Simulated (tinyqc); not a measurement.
Band bending at a free surface with a continuum of surface states, surface photovoltage and Kelvin probe: pinning by the surface states.

n-type bulk, xi = Ec - EF = Vt ln(Nc/Nd), p0 = ni^2/Nd, ni = sqrt(Nc Nv) exp(-Eg/(2 Vt)), Eg in volts. b is the upward band bending, u = b/Vt. Space charge per area, in units of q: Qc = sign(b) sqrt((2 eps0 eps_r Vt/q) [(Nd + dn)(exp(-u) - 1) + Nd u + (p0 + dn)(exp(u) - 1)]), with dn the excess density under light (flat quasi-Fermi levels; 0 in the dark). The states hold -Ds (E0 - xi - b): negative while the Fermi level lies above the neutrality level. Neutrality: Qc + Qf + (charge of the states) = 0.

b solves the neutrality condition in the dark.

Values chosen for this exercise; band and dielectric values those of a made-up semiconductor:
```
symbol    value   unit                                                    meaning
T           350      K                                                temperature
Eg         1.14     eV                                                   band gap
eps_r      13.5                                             relative permittivity
Nc         6e17  cm^-3                     conduction-band density of states at T
Nv      1.23e19  cm^-3                        valence-band density of states at T
Nd       1.2e15  cm^-3                                              donor density
Qf            0  cm^-2                       fixed positive charge at the surface
E0         0.41     eV  depth of their neutrality level below the conduction edge
```

Constants: q = 1.602176634e-19 C, kB = 1.380649e-23 J/K, Vt = kB T/q, eps0 = 8.8541878128e-14 F/cm where lengths are in cm. Results are converted to the units shown.

Result of one run:
```
b (V)	xi + b (eV)	Qc (cm^-2)
0.18495	0.37239	5.2657e10
```

Which density of surface states Ds gave this result: 2.4e10, 1.4e12, 1.1e13, 2.9e13 or 8.1e13 cm^-2 eV^-1?

Ds = 1.4e12 cm^-2 eV^-1.

The whole series:
```
Ds (cm^-2 eV^-1)	b (V)	xi + b (eV)	Qc (cm^-2)
2.4e10	0.0098801	0.19732	5.1044e9
6.7e10	0.027617	0.21505	1.3061e10
1.8e11	0.069530	0.25697	2.7546e10
5.1e11	0.13677	0.32420	4.3756e10
1.4e12	0.18495	0.37239	5.2657e10
3.9e12	0.20809	0.39553	5.6448e10
1.1e13	0.21730	0.40474	5.7890e10
2.9e13	0.22055	0.40799	5.8390e10
8.1e13	0.22184	0.40928	5.8587e10
```

b rises from 0.00988 to 0.222 V. The Fermi level moves towards E0 = 0.41 eV and is within 0.723 meV of it in the last row; it is half-way there at the Ds that solves Ds b = Qc(b) + Qf with b = (E0 - xi)/2, 3.44e11 cm^-2 eV^-1.

Numbers from tinyqc (`OMP_NUM_THREADS=1 python tinyqc.py 2430074 2430075 out.jsonl`; about 0.01 s on one thread of a shared Intel Xeon 2.30GHz).
